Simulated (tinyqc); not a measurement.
What each parameter does: deformation-potential model of the L valleys of a conduction band.

Valleys with axes along [111], [1-1-1], [-11-1] and [-1-11], one whole valley each. Herring-Vogt shift of a valley with unit axis a: dE = Xd tr(e) + Xu a.e.a. Non-degenerate shares n_i = exp(-dE_i/kT)/sum_j exp(-dE_j/kT). Inverse mass tensor of a valley: (1 - a a)/mt + a a/ml; the masses are taken as independent of strain.

s11 = (C11 + C12)/((C11 - C12)(C11 + 2 C12)), s12 = -C12/((C11 - C12)(C11 + 2 C12)), s44 = 1/C44; exx = s11 sxx + s12 (syy + szz) and cyclic, exy = s44 sxy/2; tension is positive. A uniaxial stress X along the unit vector n is s_ij = X n_i n_j.

Constants: kB = 8.617333262e-05 eV/K.

Inputs chosen for the exercise (near those of Ge; not measured data):
```
symbol  value           unit  meaning
ml      1.54            m0    longitudinal mass
mt      0.084           m0    transverse mass
Xd      -6.8            eV    dilation potential
Xu      16.18           eV    uniaxial potential
C11     135             GPa
C12     48.5            GPa
C44     70.4            GPa
load    uniaxial [111]        kind of stress
X       0.36            GPa   stress
T       350             K     temperature
```

Spread of the valley edges, lowest edge, largest share and m_c along [110]. Each row changes one parameter from the base and keeps the others.

Results:
```
case             spread (meV)  lowest edge (meV)  largest share  m_c (m0)
base                    36.77             -11.38         0.3034    0.1117
ml = 1.232 m0           36.77             -11.38         0.3034    0.1111
mt = 0.067 m0           36.77             -11.38         0.3034    0.0894
Xd = -5.44 eV           36.77              -9.27         0.3034    0.1117
Xu = 12.944 eV          29.42             -11.21         0.2961    0.1131
C11 = 162 GPa           36.77             -11.15         0.3034    0.1117
C12 = 38.8 GPa          36.77             -11.58         0.3034    0.1117
C44 = 84.48 GPa         30.64              -9.84         0.2974    0.1128
X = 0.288 GPa           29.42              -9.10         0.2961    0.1131
T = 280 K               36.77             -11.38         0.3108    0.1103
```

The largest shifts from the base row, up to three for each result and ties (the steps differ in size, so this ranks the rows, not the parameters). spread (meV): Xu -7.35, X -7.35, C44 -6.13; unchanged at the printed digits by ml, mt, Xd, C11, C12 and T. lowest edge (meV): X +2.28, Xd +2.11, C44 +1.53; unchanged at the printed digits by ml, mt and T. largest share: Xu -0.0073, X -0.0073, T +0.0073; unchanged at the printed digits by ml, mt, Xd, C11 and C12. m_c (m0): mt -0.0223, X +0.0014, Xu +0.0014, T -0.0014; unchanged at the printed digits by Xd, C11 and C12. Xd moves all valleys together, so it shifts the edge and nothing else.

Run: tinyqc, `OMP_NUM_THREADS=1 python tinyqc.py 1080785 1080786 out.jsonl`; Intel(R) Xeon(R) Processor @ 2.30GHz, one thread, shared host; about 0.04 s of CPU time with all checks.
